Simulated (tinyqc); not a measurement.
# Weak link from the transmission

Inverse problem. An infinite chain has hopping -t with t = 1 eV and site energy 0; E = -2 t cos(k) with E = 0.75 eV. One bond has the hopping -y t with 0 < y < 1, so T(E) = 4 y^2 sin^2 k/[(1 - y^2)^2 + 4 y^2 sin^2 k]. Find y and the hopping y t.

T(E) = 0.85637788

Solution. With b = |sin k| sqrt(1/T(E) - 1), (1 - y^2)/(2 y) = b, whose root below 1 is sqrt(b^2 + 1) - b.

y = 0.6900
y t = 0.6900 eV

Program tinyqc, `OMP_NUM_THREADS=1 python tinyqc.py 2660001 2660002 out.jsonl`; Intel Xeon 2.30GHz, shared host, one thread, about 0.01 s.
